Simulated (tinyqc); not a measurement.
Inside a calculation. Method: bound state in one dimension: Numerov shooting, finite differences, DVR. Computed by tinyqc, a small Python program that keeps every step. Settings: points = 96. Command: `OMP_NUM_THREADS=1 python tinyqc.py 24999 25000 out.jsonl` (the two numbers bound the seeds that draw the settings). One thread of a shared host (Intel(R) Xeon(R) Processor @ 2.60GHz), about 0.01 s of CPU time with the checks.

## Numerov steps at E = 0.1

One particle of mass 1 in V = 1.46^2 x^2/2 + 0.26 x^4 (atomic units), psi = 0 at both ends:
```
parameter                 value
left end              -4.500000
right end              4.500000
intervals                    96
h                      0.093750
state sought (nodes)          3
```

k_i = 2 m (E - V_i); (1 + h^2 k_(i+1)/12) y_(i+1) = 2 (1 - 5 h^2 k_i/12) y_i - (1 + h^2 k_(i-1)/12) y_(i-1), from y_0 = 0, y_1 = 0.001.

Points along the way:
```
i           x           V            k         y
0   -4.500000  128.198700  -256.197400  0.000000
1   -4.406250  118.697922  -237.195843  0.001000
2   -4.312500  109.748315  -219.296629  0.004452
3   -4.218750  101.327465  -202.454931  0.017881
4   -4.125000   93.413442  -186.626883  0.067809
5   -4.031250   85.984793  -171.769586  0.243742
32  -1.500000    3.714300    -7.228600  4.11e+07
33  -1.406250    3.124433    -6.048866  5.44e+07
34  -1.312500    2.607569    -5.015137  7.06e+07
35  -1.218750    2.156718    -4.113435  8.99e+07
36  -1.125000    1.765373    -3.330746  1.12e+08
37  -1.031250    1.427509    -2.655017  1.38e+08
```

## Bisection on the node count

With more sign changes than the state has nodes (the last point included) the energy is too high, else too low; the bracket starts as 0.1 to 12.

Trials:
```
trial           E  sign changes  y at the right end   next
1      6.05000000             3           -2.09e+15  raise
2      9.02500000             5           -4.05e+13  lower
3      7.53750000             4            5.78e+14  lower
4      6.79375000             4            4.37e+14  lower
5      6.42187500             3           -4.00e+14  raise
6      6.60781250             4            1.12e+14  lower
7      6.51484375             3           -1.18e+14  raise
8      6.56132813             4            3.02e+12  lower
9      6.53808594             3           -5.61e+13  raise
10     6.54970703             3           -2.61e+13  raise
11     6.55551758             3           -1.15e+13  raise
12     6.55842285             3           -4.20e+12  raise
13     6.55987549             3           -5.83e+11  raise
14     6.56060181             4            1.22e+12  lower
...           ...           ...                 ...    ...
29     6.56011033             3           -5.50e+07  raise
30     6.56011034             3           -2.75e+07  raise
31     6.56011035             3           -1.37e+07  raise
```

eigenvalue = 6.56011035 hartree

## The same grid by other methods

Three-point finite differences and the sine-DVR kinetic matrix of Colbert and Miller on the same points.

Lowest levels (hartree):
```
state  finite differences        DVR
0                0.803522   0.804318
1                2.526898   2.531559
2                4.451639   4.465546
3                6.530197   6.560274
4                8.735733   8.790254
5               11.050027  11.138494
```
